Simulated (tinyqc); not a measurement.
# Gap voltage and exponent from three temperatures

Problem. At constant current VBE(T) = Vg0 - a T - eta (kB T/q) ln T, where a is a constant. Find Vg0, eta and dVBE/dT at the middle temperature.

Constants: q = 1.602176634e-19 C, kB = 1.380649e-23 J/K. Results are converted to the units shown.

T (K): [273, 300, 390]
VBE at a constant current (V): [0.6826971672, 0.6288831043, 0.4446687628]

Answer. The relation is linear in Vg0, a and eta, so three points give a linear system; the slope is (VBE - Vg0 - eta kB T/q)/T. eta rests on the curvature of VBE(T) alone, so real fits need accuracy of some tens of microvolts or better.

Vg0 = 1.14 V
eta = 3.40
dVBE/dT = -2.01 mV/K

Numbers from tinyqc (`OMP_NUM_THREADS=1 python tinyqc.py 2062198 2062199 out.jsonl`; about 0.02 s on one thread of a shared Intel Xeon 2.30GHz).
